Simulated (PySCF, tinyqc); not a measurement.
RHF in the sto-3g basis, for BeH+, spin multiplicity 1, step by step. The lowest restricted solution is unstable here: a spin-polarised one lies 0.0513 hartree lower (PySCF). One step of it, computed by the program tinyqc.

Problem. Iteration 2: building the Fock matrix. J_ij = sum D_kl (ij|kl), K_ij = sum D_kl (ik|jl); F = H + J - 0.5 K; E = tr D H + tr D J / 2 - 0.25 tr D K + E_nn.

D after iteration 1, lower triangle:
```
            1Be 1s    1Be 2s   1Be 2px   1Be 2py   1Be 2pz     2H 1s
1Be 1s    1.986549
1Be 2s   -0.009011  0.246868
1Be 2px   0.000000  0.000000  0.000000
1Be 2py   0.000000  0.000000  0.000000  0.000000
1Be 2pz  -0.144545  0.468032  0.000000  0.000000  0.895512
2H 1s    -0.105045  0.339402  0.000000  0.000000  0.649412  0.470945
```

core Hamiltonian H = T + V (hartree), lower triangle:
```
            1Be 1s     1Be 2s    1Be 2px    1Be 2py    1Be 2pz      2H 1s
1Be 1s   -8.097695
1Be 2s   -1.992097  -2.332019
1Be 2px   0.000000   0.000000  -1.850849
1Be 2py   0.000000   0.000000   0.000000  -1.850849
1Be 2pz  -0.006136  -0.065300   0.000000   0.000000  -1.889864
2H 1s    -0.060765  -0.325357   0.000000   0.000000  -0.427481  -1.388829
```

Two-electron integrals (ij|kl) in chemists' order, unique and non-zero (hartree):
```
(11|11) 2.298831   (21|11) 0.392036   (21|21) 0.079539   (22|11) 0.570988
(22|21) 0.143041   (22|22) 0.417683   (31|31) 0.014607   (32|31) 0.021888
(32|32) 0.092265   (33|11) 0.569578   (33|21) 0.143083   (33|22) 0.417589
(33|33) 0.449859   (41|41) 0.014607   (42|41) 0.021888   (42|42) 0.092265
(43|43) 0.024249   (44|11) 0.569578   (44|21) 0.143083   (44|22) 0.417589
(44|33) 0.401360   (44|44) 0.449859   (51|51) 0.014607   (52|51) 0.021888
(52|52) 0.092265   (53|53) 0.024249   (54|54) 0.024249   (55|11) 0.569578
(55|21) 0.143083   (55|22) 0.417589   (55|33) 0.401360   (55|44) 0.401360
(55|55) 0.449859   (61|11) 0.011360   (61|21) 0.002317   (61|22) 0.004247
(61|33) 0.004216   (61|44) 0.004216   (61|51) 0.000244   (61|52) 0.000460
(61|55) 0.004314   (61|61) 0.000072   (62|11) 0.055724   (62|21) 0.014314
(62|22) 0.049603   (62|33) 0.047491   (62|44) 0.047491   (62|51) 0.001774
(62|52) 0.013427   (62|55) 0.053768   (62|61) 0.000472   (62|62) 0.012204
(63|31) 0.000865   (63|32) 0.004869   (63|53) 0.001949   (63|63) 0.000710
(64|41) 0.000865   (64|42) 0.004869   (64|54) 0.001949   (64|64) 0.000710
(65|11) 0.072691   (65|21) 0.018786   (65|22) 0.067061   (65|33) 0.063487
(65|44) 0.063487   (65|51) 0.002715   (65|52) 0.020406   (65|55) 0.074125
(65|61) 0.000631   (65|62) 0.018018   (65|65) 0.026825   (66|11) 0.230555
(66|21) 0.059827   (66|22) 0.228550   (66|33) 0.216522   (66|44) 0.216522
(66|51) 0.006122   (66|52) 0.063172   (66|55) 0.252229   (66|61) 0.001951
(66|62) 0.081269   (66|65) 0.124434   (66|66) 0.774606
```

nuclear repulsion = 0.92231322 hartree

Give: Coulomb J; exchange K; Fock matrix F; total energy of this density.

Solution.

Coulomb J (hartree), lower triangle:
```
         1Be 1s  1Be 2s  1Be 2px  1Be 2py  1Be 2pz  2H 1s
1Be 1s    5.449
1Be 2s    1.003   1.836
1Be 2px   0.000   0.000    1.807
1Be 2py   0.000   0.000    0.000    1.807
1Be 2pz   0.024   0.145    0.000    0.000    1.886
2H 1s     0.030   0.253    0.000    0.000    0.351  1.378
```

exchange K (hartree), lower triangle:
```
         1Be 1s  1Be 2s  1Be 2px  1Be 2py  1Be 2pz  2H 1s
1Be 1s    4.592
1Be 2s    0.830   0.395
1Be 2px   0.000   0.000    0.079
1Be 2py   0.000   0.000    0.000    0.079
1Be 2pz  -0.003   0.297    0.000    0.000    0.576
2H 1s     0.029   0.236    0.000    0.000    0.371  0.625
```

Fock matrix F (hartree), lower triangle:
```
         1Be 1s  1Be 2s  1Be 2px  1Be 2py  1Be 2pz   2H 1s
1Be 1s   -4.945
1Be 2s   -1.404  -0.693
1Be 2px   0.000   0.000   -0.083
1Be 2py   0.000   0.000    0.000   -0.083
1Be 2pz   0.019  -0.068    0.000    0.000   -0.293
2H 1s    -0.045  -0.191    0.000    0.000   -0.262  -0.324
```

total energy of this density = -14.43159 hartree
